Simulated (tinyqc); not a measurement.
Energy and lattice constant: complex band structure along [001] in sp3s* tight binding.

For k = (0, 0, kz) the phase sums are g0 = cos(phi) and g3 = i sin(phi), phi = kz a/4, and the s, pz, s* orbitals of anion (a) and cation (c) decouple from px, py. With z = exp(i phi), H(z) = H0 + z T + T^T/z for any complex z. H0 is diagonal (Esa, Epa, Exa, Esc, Epc, Exc). The anion-cation block is B(z) = z U + W/z and the cation-anion block z W^T + U^T/z, where U has Vss/2 (s,s), Vsapc/2 (s,z), -Vscpa/2 (z,s), Vxx/2 (z,z), Vxapc/2 (s*,z), -Vpaxc/2 (z,s*), and W has the same values with the s-z and s*-z signs reversed. |z| = 1 is a band state, |z| < 1 decays along [001] as exp(-kappa d) over a distance d, kappa = -(4/a) ln|z|. No spin-orbit coupling.

Inputs chosen for the exercise (out of a larger set: near a published set for AlAs, fitted to gaps, whose masses and valley positions are rough (light masses up to twice too heavy); not measured data):
```
symbol  value                                                                                       unit      meaning
p       (-7.579, 0.974, -1.151, 3.567, 7.55, 6.71, -6.605, 1.871, 4.311, 5.08, 5.53, 4.529, 4.994)  eV        order Esa, Epa, Esc, Epc, Exa, Exc, Vss, Vxx, Vxy, Vsapc, Vscpa, Vxapc, Vpaxc
a       5.659                                                                                       angstrom  lattice constant
dE      0.52                                                                                        eV        E - Ev
```

The slowest root of the s-pz block and the heavy-hole branch, sinh^2(kappa a/4) = ((E - Epa)(E - Epc) - Vxx^2)/(Vxx^2 - Vxy^2), at E = Ev + dE with Ev the lower root of [[Epa, Vxx], [Vxx, Epc]]; the couplings are kept when a changes.

Results for these values:
```
case  slowest kappa (1/angstrom)  heavy-hole kappa (1/angstrom)
base                      0.1339                         0.2578
```

What happens to each result for dE = 0.49 eV, all else kept?

Answer: slowest kappa falls from 0.1339 to 0.1305; heavy-hole kappa falls from 0.2578 to 0.2514.

The same for each parameter in turn:
```
case                slowest kappa (1/angstrom)  heavy-hole kappa (1/angstrom)
base                                    0.1339                         0.2578
dE = 0.49 eV                            0.1305                         0.2514
a = 5.829 angstrom                      0.1299                         0.2503
```

With the couplings fixed, kappa a stays, so kappa scales as 1/a.

Computed by tinyqc, a small Python program: `OMP_NUM_THREADS=1 python tinyqc.py 1450721 1450722 out.jsonl` (the numbers bound the seed that draws the inputs); one thread of a shared host (Intel(R) Xeon(R) Processor @ 2.30GHz), about 0.01 s for the whole set of steps.
